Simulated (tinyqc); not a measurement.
# Film and buried-oxide thickness from two coupling ratios

Inverse problem. In a depleted film -dVT/dVb is k1 = Cs Cbox/(Cox (Cs + Cbox)) for a front channel and k2 = Cbox (Cox + Cs)/(Cox Cs) for a back channel, with Cox = eps0 eox/tox, Cs = eps0 eps_r/ts, Cbox = 3.9 eps0/tb. Find ts and tb.

Inputs (values chosen for the exercise); band and dielectric values close to those of silicon:
- eps_r = 11.9 (relative permittivity)
- eox = 21.7 (relative permittivity of the gate insulator (close to hafnium oxide))
- tox = 6 nm (insulator thickness)

coupling ratios for a front and a back channel: [0.031474756, 0.17796151]

Answer. With y = Cox/Cs and z = Cox/Cbox, 1/k1 = y + z and k2 = (1 + y)/z, so y = (k2/k1 - 1)/(1 + k2); the thicknesses follow from y and z.

ts = 13.0 nm
tb = 30.0 nm

Computed by the program tinyqc: `OMP_NUM_THREADS=1 python tinyqc.py 2190153 2190154 out.jsonl`, one thread of a shared Intel Xeon 2.30GHz, about 0.6 s for the whole run.
